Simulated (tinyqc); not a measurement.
Electron continuity equation in a given potential, Scharfetter-Gummel discretisation: one step of the calculation.

Steady state in one dimension: J = q mu n E + q D dn/dx with E = -dpsi/dx and D = mu Vt, dJ/dx = 0, fixed densities nL and nR at the ends. The potential is given, psi = U (x/L)^2, and is not changed by the electrons.

Task. Bernoulli factors. d_i = (psi_(i+1) - psi_i)/Vt; B(d) = d/(exp(d) - 1), B(0) = 1. The flux on interval i is J_i = (q D/h) [n_(i+1) B(d_i) - n_i B(-d_i)].

Parameters, values chosen for the exercise:
```
symbol,value,unit,meaning
T,325,K,temperature
```

Constants: q = 1.602176634e-19 C, kB = 1.380649e-23 J/K, Vt = kB T/q. Results are converted to the units shown.

| node | psi (V) |
|---|---|
| 0 | 0.00000000 |
| 1 | 0.00310000 |
| 2 | 0.01240000 |
| 3 | 0.02790000 |
| 4 | 0.04960000 |
| 5 | 0.07750000 |
| 6 | 0.11160000 |
| 7 | 0.15190000 |
| 8 | 0.19840000 |
| 9 | 0.25110000 |
| 10 | 0.31000000 |

Give: d_i; B(d_i); B(-d_i).

Result.

| interval | d_i | B(d_i) | B(-d_i) |
|---|---|---|---|
| 0 | 0.111 | 0.9457 | 1.056 |
| 1 | 0.332 | 0.8431 | 1.175 |
| 2 | 0.553 | 0.7487 | 1.302 |
| 3 | 0.775 | 0.6621 | 1.437 |
| 4 | 0.996 | 0.5833 | 1.579 |
| 5 | 1.218 | 0.5118 | 1.729 |
| 6 | 1.439 | 0.4474 | 1.886 |
| 7 | 1.660 | 0.3897 | 2.050 |
| 8 | 1.882 | 0.3381 | 2.220 |
| 9 | 2.103 | 0.2924 | 2.396 |

The largest |d_i| is 2.10, above 2, where central differences lose the sign pattern that keeps densities positive.

Program tinyqc, `OMP_NUM_THREADS=1 python tinyqc.py 2220131 2220132 out.jsonl`; Intel Xeon 2.30GHz, shared host, one thread, about 0.01 s.
